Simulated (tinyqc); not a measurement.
How thick the regions must be: ionisation potential and affinity of a slab from the planar-averaged potential.

A model of the planar-averaged electrostatic energy of an electron in a periodic cell of N1 periods of A (L1 = N1 n1 h) and N2 periods of vacuum (L2 = N2 n2 h), on z_j = j h: V(z) = f VA + (1 - f) VB + F t(z), VA = V1[0] + V1[1] cos(2 pi z/(n1 h)) + V1[2] cos(4 pi z/(n1 h)), VB the same with V2, n2 and z - L1. f = [tanh(z/w) - tanh((z - L1)/w) + tanh((z - L1 - L2)/w)]/2 + 1/2; t(z) = z - L1/2 in A and (L1/L2)(L1 + L2/2 - z) beyond, so that the cell is periodic.

Running mean over n points, periodic: for odd n the plain mean of the n points centred on j; for even n the n + 1 points with half weight at both ends. The macroscopic average applies the mean over n1 points and then over n2 points.

Parameters, chosen for this exercise (gap near that of Si; shifted at random, so the results belong to these values and not to a real crystal): h = 0.3 angstrom (grid step); n1 = 6 (grid points per period of A); n2 = 6 (grid points per period of the vacuum filter); V1 = (-10.32, 1.77, -0.97) eV (mean and two harmonics of the potential in A); V2 = (0, 0, 0) eV (the same in vacuum); w = 0.4 angstrom (width of the interfaces).

N1 = N2 = N, no slope (F = 0); dV is read at j = floor(N n1/2) and N n1 + floor(N n2/2). The exact value is V2[0] - V1[0].

Results:

| N | L1 (angstrom) | dV (eV) | error (meV) |
|---|---|---|---|
| 1 | 1.80 | 4.5092 | -5810.78 |
| 2 | 3.60 | 9.8301 | -489.86 |
| 4 | 7.20 | 10.3199 | -0.08 |
| 5 | 9.00 | 10.3200 | 0.00 |
| 6 | 10.80 | 10.3200 | 0.00 |

Give the missing row, N = 3.

Computed row:
```
N  L1 (angstrom)  dV (eV)  error (meV)
3           5.40  10.3114        -8.58
```

The error is below 10 meV from N = 3 on. The two windows together span 3.60 angstrom and must fit between the interface tails, which fall as exp(-2 z/w); the errors at N = 2, 3 and 4 are -489.86, -8.58 and -0.08 meV.

tinyqc: `OMP_NUM_THREADS=1 python tinyqc.py 1850030 1850031 out.jsonl`; about 0.01 s, one thread, shared Intel(R) Xeon(R) Processor @ 2.30GHz.
